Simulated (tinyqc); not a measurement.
Ewald sum of point charges, fcc lattice in a neutralising background, step by step. Computed by tinyqc, a small Python program that keeps every step. Command: `OMP_NUM_THREADS=1 python tinyqc.py 31698 31699 out.jsonl` (the two numbers bound the seeds that draw the settings). One thread of a shared host (Intel(R) Xeon(R) Processor @ 2.60GHz), about 0.02 s of CPU time with the checks.

## Ewald sum with eta = 0.426 1/bohr

cell vectors (rows) (bohr):
$$\begin{pmatrix}
0.000000 & 3.880000 & 3.880000 \\
3.880000 & 0.000000 & 3.880000 \\
3.880000 & 3.880000 & 0.000000
\end{pmatrix}$$

Charges:
```
q               f1        f2        f3
2.000000  0.000000  0.000000  0.000000
```

Real space: 1/2 sum q_i q_j erfc(eta r)/r over all images with r > 0; reciprocal space: (2 pi/V) sum_(G != 0) exp(-G^2/4 eta^2)/G^2 |S(G)|^2 with S(G) = sum q exp(i G.r); self term -eta/sqrt(pi) sum q^2; background -pi Q^2/(2 V eta^2), Q the total charge.

Real-space shells (first ones):
```
r (bohr)   pairs  sum (hartree)
5.487149      12       0.004143
7.760000       6       4.54e-06
9.504020      24       5.20e-08
10.974297     12       8.32e-11
12.269637     24              0
13.440714      8              0
```

Reciprocal shells (first ones that count):
```
G^2 (1/bohr^2)  vectors  sum (hartree)
1.966788              8       0.058258
2.622384              6       0.013282
5.244768             12       0.000358
7.211556             24       0.000035
7.867152              8       4.30e-06
10.489536             6       6.52e-08
12.456324            24       1.46e-08
13.111920            24       5.63e-09
15.734304            24       1.27e-10
```

## The total does not depend on eta

The same sums for other eta.

Totals (hartree per cell):
```
eta           real  reciprocal       self  background        total
0.426000  0.004147    0.071937  -0.961379   -0.296371  -1.18166548
0.601000  0.000014    0.323536  -1.356312   -0.148904  -1.18166548
0.884000  3.02e-11    0.882135  -1.994974   -0.068826  -1.18166548
```

shortest distance = 5.487149 bohr
